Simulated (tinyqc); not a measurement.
Coupled-perturbed Hartree-Fock on RHF in the 6-31g basis, for H4, spin multiplicity 1, step by step. One step of it, computed by the program tinyqc.

Problem. Response to a field: uncoupled start. Field along z; U_ai = -mu_ai / (e_a - e_i), alpha = -4 sum U_ai mu_ai.

orbital energies (hartree): MO1 -0.567826, MO2 -0.493266, MO3 0.113860, MO4 0.287741, MO5 0.895265, MO6 0.995460, MO7 1.235994, MO8 1.257350

dipole integrals <a|z|i> (bohr):
```
           i1         i2
a3   0.000000  -1.617259
a4   0.733125   0.000000
a5   0.000000   0.000693
a6  -0.067541   0.000000
a7   0.000000   0.084420
a8  -0.039827   0.000000
```

Give: uncoupled U; uncoupled polarisability.

Solution.

uncoupled U:
```
         i1       i2
a3   0.0000   2.6638
a4  -0.8569   0.0000
a5   0.0000  -0.0005
a6   0.0432   0.0000
a7   0.0000  -0.0488
a8   0.0218   0.0000
```

uncoupled polarisability = 19.7767 bohr^3
